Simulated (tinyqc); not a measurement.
Inside a calculation. Method: CIS and TDHF on RHF in the sto-3g basis, for BeH2, spin multiplicity 1. One step of it, computed by the program tinyqc.

Problem. Integrals over molecular orbitals. (pq|rs) = sum C_ip C_jq C_kr C_ls (ij|kl), one index at a time.

coefficients C:
```
               MO1        MO2        MO3        MO4       MO5        MO6        MO7
1Be 1s    0.991742  -0.234000   0.000000   0.038011  0.000000  -0.200333   0.000000
1Be 2s    0.031216   0.530773   0.000000  -0.179899  0.000000   1.328251   0.000000
1Be 2px   0.000000   0.000000   0.000000   0.000000  1.000000   0.000000   0.000000
1Be 2py   0.000000   0.000000   0.507874   0.000000  0.000000   0.000000   1.600298
1Be 2pz  -0.000116   0.024548   0.000000   0.984424  0.000000   0.204281   0.000000
2H 1s    -0.001439   0.396664   0.396602   0.067789  0.000000  -0.881231  -1.155182
3H 1s    -0.001439   0.396664  -0.396602   0.067789  0.000000  -0.881231   1.155182
```

core Hamiltonian H = T + V (hartree):
```
            1Be 1s     1Be 2s    1Be 2px    1Be 2py    1Be 2pz      2H 1s      3H 1s
1Be 1s   -8.729616  -2.156087   0.000000   0.000000  -0.004267  -0.749537  -0.749537
1Be 2s   -2.156087  -2.888239   0.000000   0.000000  -0.032238  -1.483539  -1.483539
1Be 2px   0.000000   0.000000  -2.334059   0.000000   0.000000   0.000000   0.000000
1Be 2py   0.000000   0.000000   0.000000  -2.590136   0.000000  -1.446991   1.446991
1Be 2pz  -0.004267  -0.032238   0.000000   0.000000  -2.336616  -0.149194  -0.149194
2H 1s    -0.749537  -1.483539   0.000000  -1.446991  -0.149194  -2.386685  -0.209044
3H 1s    -0.749537  -1.483539   0.000000   1.446991  -0.149194  -0.209044  -2.386685
```

Two-electron integrals (ij|kl) in chemists' order, unique and non-zero (hartree):
```
(11|11) 2.298831    (21|11) 0.392036    (21|21) 0.079539    (22|11) 0.570988
(22|21) 0.143041    (22|22) 0.417683    (31|31) 0.014607    (32|31) 0.021888
(32|32) 0.092265    (33|11) 0.569578    (33|21) 0.143083    (33|22) 0.417589
(33|33) 0.449859    (41|41) 0.014607    (42|41) 0.021888    (42|42) 0.092265
(43|43) 0.024249    (44|11) 0.569578    (44|21) 0.143083    (44|22) 0.417589
(44|33) 0.401360    (44|44) 0.449859    (51|51) 0.014607    (52|51) 0.021888
(52|52) 0.092265    (53|53) 0.024249    (54|54) 0.024249    (55|11) 0.569578
(55|21) 0.143083    (55|22) 0.417589    (55|33) 0.401360    (55|44) 0.401360
(55|55) 0.449859    (61|11) 0.134085    (61|21) 0.027143    (61|22) 0.049020
(61|33) 0.048658    (61|41) 0.002461    (61|42) 0.004523    (61|44) 0.049761
(61|51) 0.000246    (61|52) 0.000452    (61|54) 0.000110    (61|55) 0.048669
(61|61) 0.009738    (62|11) 0.261324    (62|21) 0.066082    (62|22) 0.202954
(62|33) 0.196039    (62|41) 0.008657    (62|42) 0.048052    (62|44) 0.216402
(62|51) 0.000865    (62|52) 0.004801    (62|54) 0.002035    (62|55) 0.196242
(62|61) 0.024814    (62|62) 0.135140    (63|31) 0.006813    (63|32) 0.029839
(63|43) 0.008863    (63|53) 0.000886    (63|63) 0.014334    (64|11) 0.258103
(64|21) 0.066185    (64|22) 0.213406    (64|33) 0.200907    (64|41) 0.014353
(64|42) 0.075724    (64|44) 0.237983    (64|51) 0.000753    (64|52) 0.004585
(64|54) 0.002819    (64|55) 0.201101    (64|61) 0.026291    (64|62) 0.163200
(64|64) 0.206754    (65|11) 0.025789    (65|21) 0.006613    (65|22) 0.021323
(65|33) 0.020074    (65|41) 0.000753    (65|42) 0.004585    (65|44) 0.022008
(65|51) 0.006888    (65|52) 0.030297    (65|54) 0.009056    (65|55) 0.021865
(65|61) 0.002627    (65|62) 0.016307    (65|64) 0.019226    (65|65) 0.016255
(66|11) 0.424884    (66|21) 0.109488    (66|22) 0.370555    (66|33) 0.344048
(66|41) 0.018834    (66|42) 0.126790    (66|44) 0.422431    (66|51) 0.001882
(66|52) 0.012669    (66|54) 0.007832    (66|55) 0.344830    (66|61) 0.042724
(66|62) 0.299686    (66|64) 0.387737    (66|65) 0.038742    (66|66) 0.774606
(71|11) 0.134085    (71|21) 0.027143    (71|22) 0.049020    (71|33) 0.048658
(71|41) -0.002461   (71|42) -0.004523   (71|44) 0.049761    (71|51) 0.000246
(71|52) 0.000452    (71|54) -0.000110   (71|55) 0.048669    (71|61) 0.008860
(71|62) 0.020983    (71|64) 0.019999    (71|65) 0.002227    (71|66) 0.033994
(71|71) 0.009738    (72|11) 0.261324    (72|21) 0.066082    (72|22) 0.202954
(72|33) 0.196039    (72|41) -0.008657   (72|42) -0.048052   (72|44) 0.216402
(72|51) 0.000865    (72|52) 0.004801    (72|54) -0.002035   (72|55) 0.196242
(72|61) 0.020983    (72|62) 0.078129    (72|64) 0.072908    (72|65) 0.009261
(72|66) 0.130731    (72|71) 0.024814    (72|72) 0.135140    (73|31) 0.006813
(73|32) 0.029839    (73|43) -0.008863   (73|53) 0.000886    (73|63) 0.006999
(73|73) 0.014334    (74|11) -0.258103   (74|21) -0.066185   (74|22) -0.213406
(74|33) -0.200907   (74|41) 0.014353    (74|42) 0.075724    (74|44) -0.237983
(74|51) -0.000753   (74|52) -0.004585   (74|54) 0.002819    (74|55) -0.201101
(74|61) -0.019999   (74|62) -0.072908   (74|64) -0.063227   (74|65) -0.008485
(74|66) -0.117644   (74|71) -0.026291   (74|72) -0.163200   (74|74) 0.206754
(75|11) 0.025789    (75|21) 0.006613    (75|22) 0.021323    (75|33) 0.020074
(75|41) -0.000753   (75|42) -0.004585   (75|44) 0.022008    (75|51) 0.006888
(75|52) 0.030297    (75|54) -0.009056   (75|55) 0.021865    (75|61) 0.002227
(75|62) 0.009261    (75|64) 0.008485    (75|65) 0.008069    (75|66) 0.015984
(75|71) 0.002627    (75|72) 0.016307    (75|74) -0.019226   (75|75) 0.016255
(76|11) 0.035653    (76|21) 0.008791    (76|22) 0.024480    (76|33) 0.024051
(76|44) 0.025265    (76|51) 0.000217    (76|52) 0.000988    (76|55) 0.024113
(76|61) 0.003032    (76|62) 0.012248    (76|64) 0.013094    (76|65) 0.001607
(76|66) 0.023024    (76|71) 0.003032    (76|72) 0.012248    (76|74) -0.013094
(76|75) 0.001607    (76|76) 0.001477    (77|11) 0.424884    (77|21) 0.109488
(77|22) 0.370555    (77|33) 0.344048    (77|41) -0.018834   (77|42) -0.126790
(77|44) 0.422431    (77|51) 0.001882    (77|52) 0.012669    (77|54) -0.007832
(77|55) 0.344830    (77|61) 0.033994    (77|62) 0.130731    (77|64) 0.117644
(77|65) 0.015984    (77|66) 0.216567    (77|71) 0.042724    (77|72) 0.299686
(77|74) -0.387737   (77|75) 0.038742    (77|76) 0.023024    (77|77) 0.774606
```

Give: one-electron integrals over orbitals h = C^T H C; Two-electron integrals over orbitals.

Solution.

one-electron integrals over orbitals h = C^T H C (hartree):
```
         1        2        3        4        5        6        7
1  -8.7178   0.2370   0.0000  -0.0425   0.0000   0.1774   0.0000
2   0.2370  -2.5520   0.0000  -0.0035   0.0000  -0.1306   0.0000
3   0.0000   0.0000  -2.5190   0.0000   0.0000   0.0000  -0.2487
4  -0.0425  -0.0035   0.0000  -2.3289   0.0000  -0.0421   0.0000
5   0.0000   0.0000   0.0000   0.0000  -2.3341   0.0000   0.0000
6   0.1774  -0.1306   0.0000  -0.0421   0.0000  -1.9206   0.0000
7   0.0000   0.0000  -0.2487   0.0000   0.0000   0.0000  -1.7453
```

Two-electron integrals over orbitals (pq|rs), unique and non-zero (hartree):
```
(11|11) 2.2714      (21|11) -0.2074     (21|21) 0.0290      (22|11) 0.5054
(22|21) -0.0074     (22|22) 0.4115      (31|31) 0.0067      (32|31) 0.0161
(32|32) 0.1658      (33|11) 0.4771      (33|21) -0.0030     (33|22) 0.4244
(33|33) 0.4470      (41|11) 0.0327      (41|21) -0.0040     (41|22) 0.0036
(41|33) 0.0021      (41|41) 0.0161      (42|11) -0.0104     (42|21) 0.0016
(42|22) 0.0106      (42|33) 0.0090      (42|41) 0.0150      (42|42) 0.0504
(43|31) -4.88e-05   (43|32) 0.0083      (43|43) 0.0164      (44|11) 0.5678
(44|21) -0.0088     (44|22) 0.3752      (44|33) 0.3653      (44|41) -0.0044
(44|42) -0.0188     (44|44) 0.4530      (51|51) 0.0158      (52|51) 0.0155
(52|52) 0.0507      (53|53) 0.0157      (54|51) -0.0028     (54|52) -0.0073
(54|54) 0.0253      (55|11) 0.5692      (55|21) -0.0085     (55|22) 0.3772
(55|33) 0.3661      (55|41) 0.0011      (55|42) -0.0047     (55|44) 0.4010
(55|55) 0.4499      (61|11) -0.1660     (61|21) 0.0240      (61|22) -0.0067
(61|33) -0.0045     (61|41) -0.0012     (61|42) 0.0030      (61|44) -0.0049
(61|55) -0.0039     (61|61) 0.0205      (62|11) 0.0953      (62|21) -0.0068
(62|22) -0.0290     (62|33) -0.0517     (62|41) 0.0028      (62|42) -0.0013
(62|44) 0.0410      (62|55) 0.0440      (62|61) -0.0024     (62|62) 0.0756
(63|31) -0.0042     (63|32) -0.0965     (63|43) -0.0068     (63|63) 0.0826
(64|11) 0.0128      (64|21) 3.57e-04    (64|22) 0.0045      (64|33) -0.0009
(64|41) 0.0150      (64|42) 0.0434      (64|44) -0.0060     (64|55) 0.0036
(64|61) 0.0027      (64|62) 0.0148      (64|64) 0.0467      (65|51) 0.0160
(65|52) 0.0472      (65|54) -0.0053     (65|65) 0.0503      (66|11) 0.4823
(66|21) -0.0060     (66|22) 0.4093      (66|33) 0.4188      (66|41) 0.0068
(66|42) 0.0215      (66|44) 0.3690      (66|55) 0.3740      (66|61) -0.0044
(66|62) -0.0366     (66|64) 0.0135      (66|66) 0.4265      (71|31) 0.0120
(71|32) 0.0213      (71|43) -0.0007     (71|63) -0.0035     (71|71) 0.0223
(72|31) 0.0026      (72|32) -0.0475     (72|43) -0.0094     (72|63) 0.0604
(72|71) 0.0064      (72|72) 0.0564      (73|11) 0.1308      (73|21) -0.0058
(73|22) -0.0114     (73|33) -0.0255     (73|41) -0.0010     (73|42) -0.0140
(73|44) 0.0530      (73|55) 0.0523      (73|61) -0.0030     (73|62) 0.0691
(73|64) 0.0037      (73|66) -0.0325     (73|73) 0.0805      (74|31) -0.0028
(74|32) -0.0239     (74|43) 0.0129      (74|63) 0.0136      (74|71) -0.0044
(74|72) 0.0031      (74|74) 0.0202      (75|53) 0.0138      (75|75) 0.0161
(76|31) 0.0119      (76|32) 0.1413      (76|43) 0.0097      (76|63) -0.0965
(76|71) 0.0154      (76|72) -0.0600     (76|74) -0.0203     (76|76) 0.1386
(77|11) 0.5883      (77|21) -0.0097     (77|22) 0.4403      (77|33) 0.4600
(77|41) 4.98e-04    (77|42) 0.0014      (77|44) 0.3980      (77|55) 0.3963
(77|61) -0.0092     (77|62) -0.0465     (77|64) -0.0068     (77|66) 0.4455
(77|73) -0.0199     (77|77) 0.5030
```
